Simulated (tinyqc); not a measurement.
Geometry optimisation on the RHF/sto-3g surface (energies and gradients from PySCF), for BeH2, spin multiplicity 1, step by step. Computed by tinyqc, a small Python program that keeps every step (integrals from PySCF). Settings: charge = 0, multiplicity = 1, basis = sto-3g, optimiser = bfgs, first Hessian = 0.6, largest step = 0.3, iteration cap = 30. Command: `OMP_NUM_THREADS=1 python tinyqc.py 31250 31251 out.jsonl` (the two numbers bound the seeds that draw the settings). One thread of a shared host (Intel(R) Xeon(R) Processor @ 2.60GHz), about 0.5 s of CPU time with the checks.

positions at the start (bohr), order 1Be, 2H, 3H:
```
[[0.01890, 0.05102, 0.00756],
 [0.01134, 2.28279, 0.03213],
 [0.02457, -2.37917, -0.05858]]
```

Stop when the largest gradient component is below 3e-5 hartree/bohr. The inverse Hessian follows the BFGS update with s = step, y = change of gradient.

Course of the optimisation:
```
step  E (hartree)  largest gradient (hartree/bohr)
1     -15.5554870                         6.06e-02
2     -15.5599678                         2.74e-02
3     -15.5611071                         9.97e-03
4     -15.5613393                         1.74e-03
5     -15.5613494                         5.24e-04
6     -15.5613504                         4.50e-04
7     -15.5613515                         3.26e-04
8     -15.5613524                         3.53e-04
9     -15.5613528                         1.73e-04
10    -15.5613528                         3.11e-05
11    -15.5613528                         1.44e-06
```

Can the last value be used, and what does the course show?

Yes. Converged in 11 steps.
